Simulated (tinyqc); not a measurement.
Permeation of metal atoms or ions through a thin barrier or dielectric: time lag, field-aided drift and lifetime: one step, computed by the program tinyqc.

The film 0 < x < d is empty at first; C = C0 at x = 0 and C = 0 at x = d. dC/dt = D d2C/dx2 - v dC/dx with drift v = D z e V/(k_B T d) (uniform field, no space charge).

Task: Steady flux and time lag. Steady flux J = (D C0/d) P/(1 - exp(-P)); time lag in units of d^2/D: s_L = [P (1 + exp(-P))/(1 - exp(-P)) - 2]/P^2 (P = 0: J = D C0/d, s_L = 1/6).

Inputs (values chosen for the exercise, for a model case: singly charged ions through a dielectric): thickness d = 85 nm; concentration at the source side C0 = 4.5e+13 1/cm^3; test temperature T = 275 C.

Peclet number P = 1.333731

diffusivity D = 1.336657e-16 cm^2/s

time scale d^2/D = 540527.7 s

Give: flux relative to D C0/d; steady flux J; time lag s_L; time lag.

Result:

flux relative to D C0/d = 1.811

steady flux J = 1281 1/(cm^2 s)

time lag s_L = 0.1619

time lag = 87525 s

Drift and diffusion both act.
